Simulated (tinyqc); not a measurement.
Grain growth, pinning, strength and diffusional creep of a polycrystal or thin film: one step, computed by the program tinyqc. Command: `OMP_NUM_THREADS=1 python tinyqc.py 3016420 3016421 out.jsonl grain walk`. One thread of a shared host (Intel(R) Xeon(R) Processor @ 2.30GHz), about 0.01 s of CPU time with the checks.

One mean grain size d describes the structure.

Task: Diffusional creep at T_c. Nabarro-Herring rate = 14 sigma Omega D_l/(k_B T d^2), D_l = D0 exp(-Q_l/(k_B T)); Coble rate = 14 pi sigma Omega delta D_b/(k_B T d^3), delta D_b = delta D0b exp(-Q_b/(k_B T)); they are equal at d_x = pi delta D_b/D_l.

Inputs (values chosen for the exercise, for a model solid):
```
quantity                         value        unit
atomic volume Omega              20.02  angstrom^3
anneal temperature T              2507           K
lattice diffusion energy Q_l      3.87          eV
boundary diffusion energy Q_b     2.79          eV
lattice prefactor D0           1.9e-05       m^2/s
boundary prefactor delta D0b   2.4e-14       m^3/s
applied stress sigma               200         MPa
service temperature T_c            676           K
```

grain size d = 215.9438 nm

Constants: k_B = 1.380649e-23 J/K; k_B = 8.617333262e-05 eV/K.

Give: Nabarro-Herring rate; Coble rate; crossover size d_x; time to 1 % strain.

Result:

Nabarro-Herring rate = 3.4410e-20 1/s

Coble rate = 7.1230e-14 1/s

crossover size d_x = 4.4702e+05 micrometre

time to 1 % strain = 1.4039e+11 s

Boundary diffusion carries the creep, by a factor 2.1e6. Caution: the time to 1 % strain exceeds a century, so diffusional creep is negligible in practice. Caution: sigma Omega is not small against k_B T, as the linear creep laws assume.
